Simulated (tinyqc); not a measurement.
Electron mobility in a silicon inversion layer, empirical terms and Matthiessen rule: two steps of the calculation.

Inversion layer of sheet density Ns on a uniformly doped body. The mobility terms are empirical power laws with prefactors chosen for the exercise; adding their inverses (Matthiessen) is itself an approximation.

Parameters, values chosen for the exercise; material values close to those of silicon:
- T = 300 K (temperature)
- Nb = 1.6e18 cm^-3 (body doping)
- Cox = 2.01 uF/cm^2 (gate capacitance)
- Ap = 408 cm^2/(V s) (phonon-limited mobility at 1 MV/cm and 300 K)
- As = 1270 cm^2/(V s) (roughness-limited mobility at 1 MV/cm)
- gs = 2 (exponent of the roughness term)
- Ac = 3800 cm^2/(V s) (Coulomb prefactor)
- Nit = 1e12 cm^-2 (charge at the interface)
- Ns = 2.9e12 cm^-2 (inversion density)
- WL = 5 (ratio W/L)
- Vd = 0.05 V (drain voltage)

Question 1. Mobility terms and their sum. With t = T/(300 K): muC = Ac (Ns/1e12 cm^-2) t/(Nb/1e17 cm^-3 + Nit/1e11 cm^-2), muP = Ap E^(-1/3) t^(-1.75), muS = As E^(-gs); 1/mu is the sum of the inverses.

E = 1.0159880 MV/cm

Wanted: terms; mu; shares of 1/mu.

Answer 1.

terms (cm^2/(V s)): Coulomb 423.8, phonon 405.8, roughness 1230
mu = 177.4 cm^2/(V s)
shares of 1/mu (%): Coulomb 41.86, phonon 43.72, roughness 14.42

The phonon term limits most.

Question 2. Split C-V extraction. Q(Vg) is the trapezoid sum of Cgc from the first point (where Q is taken as 0); mu_eff = I/((W/L) Q Vd); mu_FE = (dI/dVg)/((W/L) Cox Vd) with a backward difference. Listed from point 4 on.

| point | Vg (V) | Cgc (uF/cm^2) | I (uA) |
|---|---|---|---|
| 0 | 0.1 | 1.0200611e-4 | 2.8054466e-9 |
| 1 | 0.2 | 0.0018678705 | 9.4136557e-7 |
| 2 | 0.3 | 0.033690826 | 3.1031812e-4 |
| 3 | 0.4 | 0.47849508 | 0.076848992 |
| 4 | 0.5 | 1.7111656 | 2.9329865 |
| 5 | 0.6 | 1.9910280 | 12.362555 |
| 6 | 0.7 | 2.0089555 | 24.011537 |
| 7 | 0.8 | 2.0099430 | 35.481347 |
| 8 | 0.9 | 2.0099969 | 46.053394 |
| 9 | 1 | 2.0099998 | 55.519111 |
| 10 | 1.1 | 2.0100000 | 63.858996 |
| 11 | 1.2 | 2.0100000 | 71.130048 |
| 12 | 1.3 | 2.0100000 | 77.419005 |

Give: Q; mu_eff; mu_FE.

Answer 2.

| point | Q (uC/cm^2) | mu_eff (cm^2/(V s)) | mu_FE (cm^2/(V s)) |
|---|---|---|---|
| 4 | 0.1370 | 85.65 | 56.84 |
| 5 | 0.3221 | 153.5 | 187.7 |
| 6 | 0.5221 | 184.0 | 231.8 |
| 7 | 0.7230 | 196.3 | 228.3 |
| 8 | 0.9240 | 199.4 | 210.4 |
| 9 | 1.125 | 197.4 | 188.4 |
| 10 | 1.326 | 192.6 | 166.0 |
| 11 | 1.527 | 186.3 | 144.7 |
| 12 | 1.728 | 179.2 | 125.2 |

At the last point mu_FE is 30 % below mu_eff: where the mobility falls with gate voltage the slope of I understates it.

Numbers from tinyqc (`OMP_NUM_THREADS=1 python tinyqc.py 2510111 2510112 out.jsonl`; about 0.01 s on one thread of a shared Intel Xeon 2.30GHz).
